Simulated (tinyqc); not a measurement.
Pariser-Parr-Pople SCF with singles CI, for the molecule [CH2+]c1ccccc1Cl (SMILES; centres numbered as the heavy atoms are written), step by step. One step of it, computed by the program tinyqc.

Task: Iteration 1: orbitals and new P. Diagonalise F (the basis is taken as orthonormal) and form P = 2 sum c c over the lowest orbitals; 0.3 of the old P is kept.

F (eV), lower triangle:
```
,1C,2C,3C,4C,5C,6C,7C,8Cl
1C,-10.325879
2C,-5.085941,-10.922423
3C,0.000000,-4.102599,-9.295122
4C,0.478072,0.000000,-5.168455,-8.892480
5C,0.000000,0.391310,0.000000,-4.386685,-9.294582
6C,-0.170509,0.000000,0.874811,0.000000,-5.085941,-10.922694
7C,0.000000,-3.913131,0.000000,0.442314,0.000000,-4.344794,-13.420634
8Cl,1.441445,0.000000,-0.377633,0.000000,0.609726,0.000000,-4.216205,-19.500000
```

pi electrons, sum of z_r less the charge = 8

P at the start, lower triangle:
```
,1C,2C,3C,4C,5C,6C,7C,8Cl
1C,1.000000
2C,0.743055,1.000000
3C,0.000000,0.482491,1.000000
4C,-0.260565,0.000000,0.764907,1.000000
5C,0.000000,-0.167645,0.000000,0.557777,1.000000
6C,0.092920,0.000000,-0.374775,0.000000,0.743055,1.000000
7C,0.000000,0.432396,0.000000,-0.189496,0.000000,0.546606,1.000000
8Cl,-0.609377,0.000000,0.204119,0.000000,-0.329619,0.000000,0.691626,1.000000
```

Give: orbital energies; P after iteration 1.

Result:

orbital energies (eV): -22.535  -18.748  -16.530  -15.220  -9.663  -5.007  -3.819  -1.051

P after iteration 1, lower triangle:
```
,1C,2C,3C,4C,5C,6C,7C,8Cl
1C,0.720
2C,0.724,1.017
3C,0.109,0.477,0.918
4C,-0.199,0.030,0.756,0.957
5C,-0.155,-0.181,0.122,0.568,0.866
6C,-0.006,-0.053,-0.320,0.029,0.702,1.023
7C,0.195,0.452,-0.117,-0.233,0.086,0.609,0.979
8Cl,-0.448,-0.055,0.170,0.053,-0.235,-0.120,0.520,1.521
```
